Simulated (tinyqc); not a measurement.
# Growth of a silicide layer between metal and silicon: linear-parabolic kinetics, ramp anneals and Kissinger analysis, step by step

A worked calculation. Computed by tinyqc, a small Python program that keeps every step. Command: `OMP_NUM_THREADS=1 python tinyqc.py 3004613 3004614 out.jsonl silicide walk`. One thread of a shared host (Intel(R) Xeon(R) Processor @ 2.30GHz), about 0.08 s of CPU time with the checks. Intermediate numbers are printed to about 6 digits and carried at full precision; extremes and crossings named in words are read from the listed rows.

One compound layer of thickness x grows by diffusion through itself and reaction at an interface, dx/dt = 1/(2x/K + 1/v), until the metal is used up at x = a h.

Inputs (values chosen for the exercise, modelled on Ni2Si): metal thickness h = 5 nm; silicide formed per metal thickness a = 1.47; silicon consumed per metal thickness b = 0.91; prefactor of the parabolic constant K = 6.8e+14 nm^2/s; activation energy E of K = 1.51 eV; prefactor of the interface velocity v = 6.5e+15 nm/s; activation energy E_v = 1.66 eV; temperature T = 270 C; time t = 11 s; ramp rate beta = 0.1 C/s; silicide resistivity = 23 micro-ohm cm; junction depth x_j = 110 nm.

Constants: k_B = 8.617333262e-05 eV/K.

## Final thickness

The silicide ends at the thickness a h.

final thickness = 7.35 nm

## Geometry at full reaction

Silicon consumed b h, sheet resistance rho/(final thickness) with 1 micro-ohm cm/nm = 10 ohm; margin to the junction x_j - b h.

silicon consumed = 4.55 nm

sheet resistance = 31.2925 ohm/square

margin to the junction = 105.45 nm

The layer takes 4 % of the junction depth; its surface lies 2.80 nm above the original silicon surface. Caution: so thin a film has a resistivity above the bulk value and tends to agglomerate.

## Isothermal growth

K = K0 exp(-E/(k_B T)), v = v0 exp(-E_v/(k_B T)). Temperatures in kelvin are T(C) + 273.15. x^2/K + x/v = t, so x = (K/(2v)) [sqrt(1 + 4 v^2 t/K) - 1], capped at a h; completion time t_c = (a h)^2/K + a h/v, a h being the final thickness; crossover thickness K/v.

K = 6.63020 nm^2/s

v = 2.57106 nm/s

crossover thickness = 2.57878 nm

thickness at time t = 7.34743 nm

completion time = 11.0067 s

100 % has reacted. Diffusion makes up 74 % of the completion time.

## Ramp anneal

Ramp from x = 0 at 100 C at the rate beta: dx/dT = (1/beta)/(2x/K + 1/v), integrated adaptively (tolerance 1e-9) until x = a h at T_f.

completion temperature T_f = 232.149 C

## Kissinger analysis

Plot ln(beta/T_f^2) against 1/(k_B T_f), T_f in kelvin; minus the least-squares slope estimates the activation energy.

Ramps:
```
beta (C/s)  T_f (C)  1/(k_B T_f) (1/eV)  ln(beta/T_f^2)
0.03        216.543             23.6975        -15.8941
0.1         232.149             22.9656        -14.7529
0.3         247.292             22.2974        -13.7133
1           264.971             21.5649        -12.5762
3           282.188             20.8963        -11.5405
10          302.366             20.1637        -10.4080
30          322.097             19.4953         -9.3768
```

Kissinger energy = 1.55085 eV

A thousandfold faster ramp raises the completion temperature by only 106 C. The fit gives 1.551 eV, against E = 1.51 eV for diffusion and E_v = 1.66 eV for the interface: it lies 27 % of the way from E to E_v, as both steps resist. Caution: nucleation and competing phases are left out; disilicides such as CoSi2 and the low-resistance form of TiSi2 start by nucleation and follow this law at best in part.

Checks made by the program: isothermal closed form against integration (relative difference below 1e-10).
